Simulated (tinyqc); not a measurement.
Comparisons within one model: cyclotron resonance of ellipsoidal valleys, Ge type. A value that a table varies takes the place of the one given here.

Valleys along [111], [-111], [1-11], [11-1], mass ml along the axis and mt across it. B lies in the (1-10) plane, b = (sin(theta)/sqrt2, sin(theta)/sqrt2, cos(theta)). For the angle phi between B and the axis, 1/mc^2 = cos^2(phi)/mt^2 + sin^2(phi)/(mt ml). Resonance: h nu = 2 muB B/mc, h = 2 pi hbar.

Constants: hbar = 6.58211957e-16 eV s; muB = 5.788381798e-05 eV/T.

Parameters, chosen for this exercise (near those of Ge; shifted at random, so the results belong to these values and not to a real crystal): ml = 1.577 m0 (longitudinal mass); mt = 0.081 m0 (transverse mass); ths = (0, 15, 30, 45, 60, 75, 90) degrees (angles); g1 = 13.37 (Luttinger gamma1); g2 = 4.29 (gamma2); g3 = 5.77 (gamma3); theta = 9 degrees (angle of B from [001] towards [110]); nu = 24 GHz (microwave frequency).

## Rotating the field

mc against theta; [-111] and [1-11] stay equal in this plane.

Cyclotron masses (m0):

| theta (degrees) | [111] | [-111] | [11-1] |
|---|---|---|---|
| 0 | 0.1336 | 0.1336 | 0.1336 |
| 15 | 0.1035 | 0.1376 | 0.1993 |
| 30 | 0.0887 | 0.1508 | 0.3325 |
| 45 | 0.0821 | 0.1770 | 0.2891 |
| 60 | 0.0813 | 0.2243 | 0.1737 |
| 75 | 0.0860 | 0.3007 | 0.1222 |
| 90 | 0.0980 | 0.3574 | 0.0980 |

What can be read from the table?

All valleys give one line at theta = 0, B along [001], with mc = 0.1336. The [111] valley reaches mt at 54.7 degrees, and [11-1] reaches its largest value sqrt(ml mt) = 0.3574 at 35.3 degrees, where B is perpendicular to it; the listed maximum of that branch is 0.3325. The pair [-111], [1-11] reaches the same value at 90 degrees.

## Heavy and light holes (cyclotron masses of warped hole bands)

E = c k^2 f(n) with f = g1 -/+ 2 sqrt(g2^2 + 3 (g3^2 - g2^2)(nx^2 ny^2 + ny^2 nz^2 + nz^2 nx^2)). For the orbit through k = 0 perpendicular to b = (sin(theta)/sqrt2, sin(theta)/sqrt2, cos(theta)), mc is the mean of 1/f over the directions n in that plane (180 evenly spaced angles). Quantum effects of the lowest levels are left out.

Cyclotron masses (m0):

| theta (degrees) | heavy | light |
|---|---|---|
| 0 | 0.2921 | 0.0433 |
| 15 | 0.3105 | 0.0429 |
| 30 | 0.3579 | 0.0420 |
| 45 | 0.3958 | 0.0414 |
| 60 | 0.4002 | 0.0413 |
| 75 | 0.3966 | 0.0416 |
| 90 | 0.3956 | 0.0418 |

How do the results move?

The heavy mass varies by 37 % over the table, with its largest listed value at 60 degrees ([111] lies at 54.7) and its smallest at 0; the light mass varies by 4.9 %. The warping term enters both with the same size, but it is set against a small inverse mass in one and a large one in the other (along [111], g1 - 2 g3 = 1.83 and g1 + 2 g3 = 24.91).

## What each parameter does

Resonance fields B = h nu mc/(2 muB) of the valleys [111], [-111] and [11-1]. Each row changes one parameter from the base and keeps the others.

Results:

| case | [111] (T) | [-111] (T) | [11-1] (T) |
|---|---|---|---|
| base | 0.0969 | 0.1158 | 0.1426 |
| ml = 1.814 m0 | 0.0972 | 0.1165 | 0.1443 |
| mt = 0.089 m0 | 0.1062 | 0.1266 | 0.1554 |
| theta = 13 degrees | 0.0912 | 0.1171 | 0.1604 |
| nu = 26.4 GHz | 0.1066 | 0.1273 | 0.1569 |

How do the results move?

The largest shifts from the base row, up to three for each result and ties (the steps differ in size, so this ranks the rows, not the parameters). [111] (T): nu +0.0097, mt +0.0093, theta -0.0057. [-111] (T): nu +0.0116, mt +0.0108, theta +0.0014. [11-1] (T): theta +0.0177, nu +0.0143, mt +0.0128.

Program tinyqc; command `OMP_NUM_THREADS=1 python tinyqc.py 1250431 1250432 out.jsonl`; about 0.01 s on one thread of a shared Intel(R) Xeon(R) Processor @ 2.30GHz.
